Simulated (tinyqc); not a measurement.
Rutherford backscattering from a thin compound film on silicon: kinematics, yields, composition and thickness: one step, computed by the program tinyqc.

Singly charged helium ions (Z1 = 2, M1 = 4.0026 u) enter at the tilt angle a1 to the normal and leave at a2 = |180 - theta - tilt| in the same plane. The film is A B_x.

Task: Yields. Rutherford cross section in the laboratory frame: sigma = (Z1 Z e^2/(4 pi eps_0 4E))^2 (4/sin^4 theta) (r + cos theta)^2/r, r = sqrt(1 - (M1 sin theta/M)^2), times the screening factor 1 - 0.049 Z1 Z^(4/3)/E (E in keV); 1 angstrom^2 = 1e8 barn. Counts = (charge/e) x solid angle x sigma(E_mean) x areal density of the element/cos a1, E_mean = E0 - half the energy lost on the way in; 1 barn = 1e-24 cm^2. The ratio of areas returns x = (Y_B/Y_A)(sigma_A/sigma_B), with the counting error sqrt(1/Y_A + 1/Y_B).

Inputs (values chosen for the exercise, modelled on a helium beam on WSi2):
```
quantity                     value          unit
beam energy E0                 1.7           MeV
scattering angle theta         150       degrees
tilt of the sample               7       degrees
heavy element: Z_A              74             -
heavy element: mass M_A      183.8             u
light element: Z_B              14             -
light element: mass M_B      28.09             u
atoms of B per atom of A, x   2.02             -
collected charge                26  microcoulomb
detector solid angle           3.2           msr
```

energy lost on the way in = 5.583929 keV

areal density N d = 74 1e15 atoms/cm^2

Constants: e^2/(4 pi eps_0) = 14.39964548 eV angstrom; e = 1.602176634e-19 C.

Give: cross sections; counts; ratio of areas Y_B/Y_A; counting error of x without background.

Result:

cross sections (barn/sr): A 11.11, B 0.39

counts: A 1.424e+05, B 1.010e+04

ratio of areas Y_B/Y_A = 0.07096

counting error of x without background = 1.030 %

The cross sections differ by 28.5, near (Z_A/Z_B)^2 = 27.9. The silicon signal of the film runs into that of the substrate and appears as a step, not a peak. Caution: the silicon signal of the film merges with that of the substrate, so only the width of A can be read directly. Caution: film and substrate silicon overlap, so Y_B must be separated by a fit.
